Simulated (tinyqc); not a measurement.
# Voltage drop against the pad pitch

A grid of 17 by 17 nodes with segments Rx (rows) and Ry (columns); every node draws I1 and the central node kh I1; pads with resistance Rp sit at the nodes whose row and column are multiples of the pitch, counting from 0. The drops u = Vdd - V follow from G u = i, with G the conductance matrix and i the load currents, solved directly.

Inputs (values chosen for the exercise): supply voltage Vdd = 0.75 V; resistance of a horizontal segment Rx = 0.16 ohm; resistance of a vertical segment Ry = 0.39 ohm; resistance from a pad node to the supply Rp = 0.55 ohm; factor on the load at the hot node kh = 8; load current of a node in the large grid I1 = 0.2 mA.

Voltage drop against the pad pitch:
```
pitch (nodes)	pads	worst drop (mV)	mean drop (mV)	largest drop at a pad (mV)	largest pad current (mA)	worst drop over Vdd (%)
1	289	0.2209	0.1127	0.2209	0.4016	0.02945
2	81	0.5640	0.4368	0.5640	1.026	0.07520
4	25	1.728	1.532	1.620	2.946	0.2304
8	9	5.076	4.733	4.428	8.051	0.6769
16	4	13.80	12.63	8.140	14.80	1.840
```

The worst drop goes from 0.221 to 13.8 mV while the number of pads falls from 289 to 4; between the last two rows it goes as pitch^(1.44). The largest drop at a pad is 100 % of the worst drop in the first row and 59.0 % in the last; the rest falls along the wires.

Computed by the program tinyqc: `OMP_NUM_THREADS=1 python tinyqc.py 2770101 2770102 out.jsonl`, one thread of a shared Intel Xeon 2.30GHz, about 0.1 s for the whole run.
